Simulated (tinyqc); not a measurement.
# Tail temperature from the power law

Question. When tail states hold most of the charge, the linear current goes as I = A (Vg - VT)^g with g = 2 Tt/T - 1. Find g, Tt and the tail width kB Tt.

Values chosen for this exercise: temperature T = 270 K.

Constants: q = 1.602176634e-19 C, kB = 1.380649e-23 J/K, Vt = kB T/q. Results are converted to the units shown.

I at Vg - VT = 7.4 and 11 V (nA): [365.31111, 707.29050]

Answer. g is the slope of ln I against ln(Vg - VT).

g = 1.67
Tt = 360 K
kB Tt = 31.0 meV

Computed by the program tinyqc: `OMP_NUM_THREADS=1 python tinyqc.py 2610109 2610110 out.jsonl`, one thread of a shared Intel Xeon 2.30GHz, about 0.03 s for the whole run.
